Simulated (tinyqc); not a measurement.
## Piezoresistors in the (001) plane of a cubic crystal: effect of the direction of the resistor

Plane stress in crystal axes x = [100], y = [010]. First-order piezoresistance: d rho_xx/rho = p11 sxx + p12 syy, d rho_yy/rho = p12 sxx + p11 syy, d rho_xy/rho = p44 sxy; a resistor along d = (cos th, sin th) changes by dR/R = d.(d rho/rho).d. Changes of geometry and second-order terms are left out.

For uniaxial stress along or across the current: pL = p11 - (A/2) sin^2(2 th), pT = p12 + (A/2) sin^2(2 th), A = p11 - p12 - p44. dR/R is for the given stress.

Parameters, values chosen for the exercise; coefficients close to those of lightly doped n-type silicon: piezoresistive coefficient p11 = -101 x 1e-11/Pa; piezoresistive coefficient p12 = 51.8 x 1e-11/Pa; piezoresistive coefficient p44 = -14.2 x 1e-11/Pa; stress sxx Sx = -60 MPa; stress syy Sy = 136 MPa; shear stress sxy St = -66 MPa.

Results:
```
th (deg),pL (1e-11/Pa),pT (1e-11/Pa),pL - pT (1e-11/Pa),dR/R (%)
0,-101.0,51.80,-152.8,13.10
10,-92.89,43.69,-136.6,12.52
20,-72.37,23.17,-95.53,10.20
45,-31.70,-17.50,-14.20,-0.9324
60,-49.02,-0.1750,-48.85,-8.545
75,-83.67,34.48,-118.2,-14.37
90,-101.0,51.80,-152.8,-16.84
```

Estimate the missing row, th = 30 deg.

Computed row:
```
th (deg),pL (1e-11/Pa),pT (1e-11/Pa),pL - pT (1e-11/Pa),dR/R (%)
30,-49.02,-0.1750,-48.85,6.429
```

With this row back in the table: The sum pL + pT = p11 + p12 = -49.2 holds in every row. |pL - pT|, which sets the output of a bridge under uniaxial stress, is largest at 0 and 90 degrees (153) and is 14.2 at 45 degrees. The change dR/R falls from 13.1 to -16.8 %.

tinyqc, about 0.01 s, one thread, Intel Xeon 2.30GHz (shared host): `OMP_NUM_THREADS=1 python tinyqc.py 2530091 2530092 out.jsonl`
